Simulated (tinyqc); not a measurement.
From results back to parameters: two-band massive Dirac model of the K valleys. Three cases, with inputs chosen for the exercise.

Problem. In the valley model H = [[D/2, a t (kx - i ky)], [a t (kx + i ky), -D/2 + lam sz]], sz = +/-1, a t is hbar v. The gaps of the two spins, A and B, are G = D - lam and D + lam, the band-edge mass of A is c (D - lam)/(a t)^2, c = hbar^2/2m0, and its Berry curvature at the edge is 2 (a t)^2/G^2 in size. The values below come from hidden D, lam and t.

Constants: hbar^2/2m0 = 3.80998211 eV angstrom^2.

Find: D, lam, t; |Omega| at the A edge.

Method. The mean of the gaps is D and half their difference lam; a t = sqrt(c G_A/m). The curvature 2 (a t)^2/G^2 equals 2c/(m G).

Case 1.

Values chosen (out of a larger set: near those used for monolayer MoS2; not measured data): a = 3.198 angstrom (lattice constant).

gaps (eV): A 1.5200, B 1.6800

mass of A = 0.406673 m0

Solution.

D, lam, t (eV): 1.600  0.080  1.180

|Omega| at the A edge = 12.327 angstrom^2

Case 2.

Values chosen (out of a larger set: near those used for monolayer WSe2; not measured data): a = 3.306 angstrom (lattice constant).

gaps (eV): A 1.3030, B 1.7570

mass of A = 0.295405 m0

Solution.

D, lam, t (eV): 1.530  0.227  1.240

|Omega| at the A edge = 19.797 angstrom^2

Case 3.

Values chosen (out of a larger set: near those used for monolayer WS2; not measured data): a = 3.206 angstrom (lattice constant).

gaps (eV): A 1.6310, B 2.0690

mass of A = 0.295650 m0

Solution.

D, lam, t (eV): 1.850  0.219  1.430

|Omega| at the A edge = 15.802 angstrom^2

Computed by tinyqc, one run a case: `OMP_NUM_THREADS=1 python tinyqc.py N N+1 out.jsonl` with N = 1482367, 1482369, 1482385; one thread of a shared Intel(R) Xeon(R) Processor @ 2.30GHz, about 0.01 s a run at most.
